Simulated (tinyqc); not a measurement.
Transient enhanced diffusion after implantation: plus-n interstitials, dissolving clusters and loss to the surface: one step, computed by the program tinyqc.

The implant leaves n Q interstitials in clusters at depth R_p. While clusters last they hold the free interstitials at a supersaturation S = C_I/C_I*; interstitials drain to the surface, and the part f_I of the dopant diffusion that uses interstitials speeds up in proportion to S.

Problem. Duration and total effect at this temperature. The clusters last tau = n Q/J. If they dissolve fully at this T, the extra budget is (D/D* - 1) D* tau.

Inputs (values chosen for the exercise, modelled on indium in silicon): implant dose Q = 3.4e+13 1/cm^2; interstitials kept per ion n = 2; anneal (peak) temperature T = 925 C.

Anneal: isothermal.

flux J = 2.035986e+13 1/(cm^2 s)

enhancement D/D* = 203.9532

equilibrium diffusivity D* = 5.639662e-16 cm^2/s

Give: duration tau; extra budget if complete.

Solution.

duration tau = 3.340 s

extra budget if complete = 3.823e-13 cm^2
